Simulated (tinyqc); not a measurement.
Coherent transport through a tight-binding region between two chains, step by step. One step of it, computed by the program tinyqc.

Problem. Transmission at E = 0.48 eV. Surface Green function g = (E - i sqrt(4 t^2 - E^2)) / (2 t^2); self-energy tc^2 g on each contact site; G = (E - H - Sigma)^(-1); Gamma = -2 Im Sigma; T = Gamma_L Gamma_R |G_LR|^2; local density of states -Im G_ii / pi.

H of the central region (eV):
```
           1          2
1  -0.650000  -0.490000
2  -0.490000  -0.110000
```

Leads: semi-infinite chains with site energy 0:
```
parameter                           value
lead hopping t (eV)              1.890000
coupling to the left lead (eV)   1.360000
coupling to the right lead (eV)  0.490000
left contact site                       1
right contact site                      2
```

E = 0.480000 eV

Give: g; G; local density of states; transmission.

Solution.

g = 0.0672-0.5248i 1/eV

G (1/eV):
```
                 1                2
1   0.4076-0.7112i  -0.2048+0.6523i
2  -0.2048+0.6523i   1.7126-0.9330i
```

local density of states (1/eV): 0.2264  0.2970

transmission = 0.2287
